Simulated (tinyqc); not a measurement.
Inside a calculation. Method: bound state in one dimension: Numerov shooting, finite differences, DVR. Computed by tinyqc, a small Python program that keeps every step. Settings: points = 64. Command: `OMP_NUM_THREADS=1 python tinyqc.py 29940 29941 out.jsonl` (the two numbers bound the seeds that draw the settings). One thread of a shared host (Intel(R) Xeon(R) Processor @ 2.60GHz), about 0.01 s of CPU time with the checks.

## Numerov steps at E = 0.1

One particle of mass 1 in V = 5.8 (x^2 - 1.83^2)^2 / 1.83^4 (atomic units), psi = 0 at both ends:
```
parameter,value
left end,-3.400000
right end,3.400000
intervals,64
h,0.106250
state sought (nodes),3
```

k_i = 2 m (E - V_i); (1 + h^2 k_(i+1)/12) y_(i+1) = 2 (1 - 5 h^2 k_i/12) y_i - (1 + h^2 k_(i-1)/12) y_(i-1), from y_0 = 0, y_1 = 0.001.

Points along the way:
```
i,x,V,k,y
0,-3.4000,34.8679,-69.5359,0.0000
1,-3.2938,29.0893,-57.9786,0.0010
2,-3.1875,23.9926,-47.7853,0.0027
3,-3.0812,19.5297,-38.8594,0.0058
4,-2.9750,15.6539,-31.1077,0.0115
5,-2.8687,12.3200,-24.4400,0.0213
21,-1.1687,2.0335,-3.8669,1.1258
22,-1.0625,2.5487,-4.8975,1.3173
23,-0.9563,3.0651,-5.9301,1.5824
24,-0.8500,3.5673,-6.9347,1.9547
25,-0.7438,4.0422,-7.8844,2.4816
26,-0.6375,4.4777,-8.7554,3.2320
```

## Bisection on the node count

With more sign changes than the state has nodes (the last point included) the energy is too high, else too low; the bracket starts as 0.1 to 12.

Trials:
```
trial,E,sign changes,y at the right end,next
1,6.050000,4,2.83e+00,lower
2,3.075000,2,4.03e+02,raise
3,4.562500,2,3.23e+00,raise
4,5.306250,4,1.68e+00,lower
5,4.934375,3,-3.74e-01,raise
6,5.120312,4,4.97e-01,lower
7,5.027344,3,-2.75e-02,raise
8,5.073828,4,2.20e-01,lower
9,5.050586,4,9.14e-02,lower
10,5.038965,4,3.07e-02,lower
11,5.033154,4,1.25e-03,lower
12,5.030249,3,-1.32e-02,raise
13,5.031702,3,-6.01e-03,raise
14,5.032428,3,-2.39e-03,raise
...,...,...,...,...
29,5.032906,3,-7.38e-08,raise
30,5.032906,3,-1.83e-08,raise
31,5.032906,4,9.40e-09,lower
```

eigenvalue = 5.032906 hartree

## The same grid by other methods

Three-point finite differences and the sine-DVR kinetic matrix of Colbert and Miller on the same points.

Lowest levels (hartree):
```
state,finite differences,DVR
0,1.7704,1.7747
1,1.7768,1.7810
2,4.7415,4.7534
3,5.0155,5.0330
4,6.8381,6.8640
5,8.1844,8.2381
```
